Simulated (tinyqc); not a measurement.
# From size without pinning back to anneal time t

Model: grain growth, pinning, strength and diffusional creep of a polycrystal or thin film. Computed by tinyqc, a small Python program. Command: `OMP_NUM_THREADS=1 python tinyqc.py 3017545 3017546 out.jsonl grain inv`. One thread of a shared host (Intel(R) Xeon(R) Processor @ 2.30GHz), about 0.01 s of CPU time with the checks.

One mean grain size d describes the structure.

Inputs (values chosen for the exercise, modelled on nickel): boundary energy gamma = 0.83 J/m^2; mobility prefactor M0 = 2.2e-05 m^4/(J s); activation energy of boundary motion Q_m = 1.42 eV; anneal temperature T = 520 K; initial grain size d0 = 66 nm; particle volume fraction f = 0.0091; particle radius r = 11 nm.

Sample: bulk.

Constants: k_B = 8.617333262e-05 eV/K.

Method. M = M0 exp(-Q_m/(k_B T)). The driving pressure is 2 gamma/d. Zener pinning pressure 3 f gamma/(2 r) stops growth at d_Z = 4 r/(3 f). The limit is d_lim = d_Z. dd/dt = 2 M gamma (1/d - 1/d_lim) integrates to 2 M gamma t = d_lim (d0 - d) + d_lim^2 ln[(d_lim - d0)/(d_lim - d)]; without pinning d^2 = d0^2 + 4 M gamma t.

Question. A run gave the result below. Find the anneal time t, known to lie between 4700 and 8400 s.

size without pinning = 103.9848 nm

Answer.

Each step takes the trial c = (a f_b - b f_a)/(f_b - f_a), f being the result less the target and a, b, c the logarithms of the listed values; c replaces end b, the old b replaces a if the sign of f changed, and otherwise f_a is halved.

Scan of the range:
```
anneal time t (s)  size without pinning (nm)
4700                                 101.429
5180                                 104.372
5700                                 107.470
6280                                 110.824
6920                                 114.410
7630                                 118.261
8400                                 122.301
```

False position (Illinois rule, in the logarithm of the input) inside the bracket:
```
step    end a    end b    trial  size without pinning (nm)
1     4700.00  5180.00  5114.08                    103.973
2     5180.00  5114.08  5115.99                    103.985
3     5180.00  5115.99  5116.01                    103.985
4     5115.99  5116.01  5116.00                    103.985
```

Size without pinning rises at every point of a 13-point scan of the range (every second point is shown), so one value fits; it is bracketed by 4700 and 5180. Answer: anneal time t = 5116 s.
